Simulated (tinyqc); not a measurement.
Changing the fraction x of B: order-disorder in a binary alloy on two sublattices: Bragg-Williams and pair (quasi-chemical) approximations. Computed by tinyqc, a small Python program. Command: `OMP_NUM_THREADS=1 python tinyqc.py 3008669 3008670 out.jsonl order sweep`. One thread of a shared host (Intel(R) Xeon(R) Processor @ 2.30GHz), about 0.01 s of CPU time with the checks.

All z = 6 neighbours of a site lie on the other sublattice. B fills the sublattices with x + eta/2 and x - eta/2; energies are per site, from the pure components: u = -z w y with y the probability of an A-B bond taken in one order.

Inputs (values chosen for the exercise, for a model alloy): ordering energy w = (e_AA + e_BB)/2 - e_AB = 17.2 meV; temperature T = 494 K.

Lattice: simple cubic (z = 6). Method: Newton steps.

scattering factors f_A, f_B (electrons): 21  58

Constants: k_B = 8.617333262e-05 eV/K.

Method:
- Bragg-Williams: k_B T_c = 2 z w x (1 - x). Pair approximation at x = 1/2: k_B T_c = w/ln(z/(z - 2)).
- Bragg-Williams: u = -z w [x (1 - x) + eta^2/4]; minimising f gives ln[a (1 - b)/(b (1 - a))] = 2 z w eta/(k_B T) =: ln Q, a = x + eta/2, b = x - eta/2. For given Q this is a quadratic for eta, (Q - 1) eta^2/4 - (Q + 1) eta/2 + (Q - 1) x (1 - x) = 0, smaller root: the map eta -> phi(eta).
- Newton steps on phi(eta) - eta, with the slope by central differences of 1e-6; start at 0.999 times 2x; stop when |phi - eta| < 1e-10.
- a = x + eta/2, b = x - eta/2; u = -z w [x (1 - x) + eta^2/4]; s/k_B = [s2(a) + s2(b)]/2, s2(c) = -c ln c - (1 - c) ln(1 - c); gain on ordering = f(eta) - f(0), f = u - T s. Superlattice over fundamental intensity = [eta (f_B - f_A)/2]^2/[(1 - x) f_A + x f_B]^2.
- Quasi-chemical disordered state, with T here the Bragg-Williams T_c and not the input T: y^2/[(1 - x - y)(x - y)] = exp(2 w/(k_B T)) =: E, so y = 2 x (1 - x)/(1 + r), r = sqrt(1 - 4 x (1 - x)(1 - 1/E)); Warren-Cowley alpha = 1 - y/(x (1 - x)); u = -z w y.

One run for each value:

| fraction x of B | order parameter eta | T_c, Bragg-Williams (K) | B fraction on its own sublattice | B fraction on the A sublattice | alpha of the disordered state at the Bragg-Williams T_c |
|---|---|---|---|---|---|
| 0.30 | 0.15808 | 502.99 | 0.37904 | 0.22096 | -0.15291 |
| 0.34 | 0.36788 | 537.48 | 0.52394 | 0.15606 | -0.15763 |
| 0.38 | 0.49468 | 564.30 | 0.62734 | 0.13266 | -0.16105 |
| 0.42 | 0.58765 | 583.46 | 0.71382 | 0.12618 | -0.16336 |
| 0.46 | 0.64960 | 594.96 | 0.78480 | 0.13520 | -0.16470 |
| 0.50 | 0.67228 | 598.79 | 0.83614 | 0.16386 | -0.16514 |

Over the rows, order parameter eta rises from 0.158 to 0.672 (exponent d ln y / d ln x 6.7 between the first rows and 0.41 between the last); T_c, Bragg-Williams (K) rises from 503 to 599 (exponent d ln y / d ln x 0.53 between the first rows and 0.077 between the last); B fraction on its own sublattice rises from 0.379 to 0.836 (exponent d ln y / d ln x 2.6 between the first rows and 0.76 between the last).  Left out: 0.220, 0.260 (T is above the Bragg-Williams T_c).

Caution (all rows): T is near or above the T_c of the better pair approximation, so the true long-range order is lower than Bragg-Williams gives.
